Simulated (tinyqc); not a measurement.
Signal and retention of a DRAM cell: effect of temperature.

A stored one starts at Vd and leaks: Cs dV/dt = -I(V), I = a sqrt((V + Vb)/(Vd + Vb)) + b, with a = Ig exp[-(Eg1 q/kB)(1/T - 1/T0)] (generation in a depletion layer) and b = Is exp[-(Es q/kB)(1/T - 1/T0)]. The bit line is precharged to Vd/2, and charge sharing gives the signal (V - Vd/2) Cs/(Cs + Cb).

The cell fails below Vc = Vd/2 + dm (Cs + Cb)/Cs. With s = sqrt((Vc + Vb)/(Vd + Vb)), the time from Vd to Vc is t = [2 Cs (Vd + Vb)/a] [1 - s - (b/a) ln((a + b)/(a s + b))]. This time is the median of a log-normal spread: failing cells = Nc erfc(z/sqrt 2)/2, z = ln(t/tr)/sg.

Parameters, values chosen for the exercise:
```
symbol,value,unit,meaning
Vd,1.2,V,array voltage
Cs,20,fF,cell capacitance
Cb,92,fF,bit-line capacitance
dm,50,mV,smallest signal that the sense amplifier resolves
Vb,1.54,V,built-in plus back-bias voltage of the storage junction
Ig,3.5,fA,junction leakage at V = Vd and T0
Is,0.23,fA,voltage-independent leakage at T0
Es,0.33,eV,activation energy of Is
T0,358,K,reference temperature
sg,0.96,,deviation of ln(retention time) over the cells
Nc,4.29e9,,cells
tr,64,ms,refresh interval
Eg1,0.6,eV,activation energy of Ig
```

Constants: q = 1.602176634e-19 C, kB = 1.380649e-23 J/K. Results are converted to the units shown.

Effect of temperature:

| T (K) | a (fA) | b (fA) | retention time (s) | failing cells |
|---|---|---|---|---|
| 298 | 0.06973 | 0.02669 | 67.85 | 8.527e-4 |
| 318 | 0.3031 | 0.05989 | 18.08 | 8.850 |
| 338 | 1.107 | 0.1221 | 5.350 | 8617 |
| 358 | 3.500 | 0.2300 | 1.766 | 1.178e6 |
| 368 | 5.937 | 0.3076 | 1.055 | 7.528e6 |
| 378 | 9.794 | 0.4051 | 0.6462 | 3.436e7 |
| 398 | 24.72 | 0.6739 | 0.2597 | 3.101e8 |

What does the table show?

The retention time falls from 67.8 to 0.260 s, halving every 15.2 K at the hot end. Its apparent activation energy goes from 0.540 to 0.591 eV, between Es = 0.33 and Eg1 = 0.6 eV, as the share of a in the leakage grows from 72.3 to 97.3 %.

Range of the model: Real arrays also hold a tail of unusually leaky cells and cells whose retention varies in time, which this model lacks.

Numbers from tinyqc (`OMP_NUM_THREADS=1 python tinyqc.py 2130145 2130146 out.jsonl`; about 0.01 s on one thread of a shared Intel Xeon 2.30GHz).
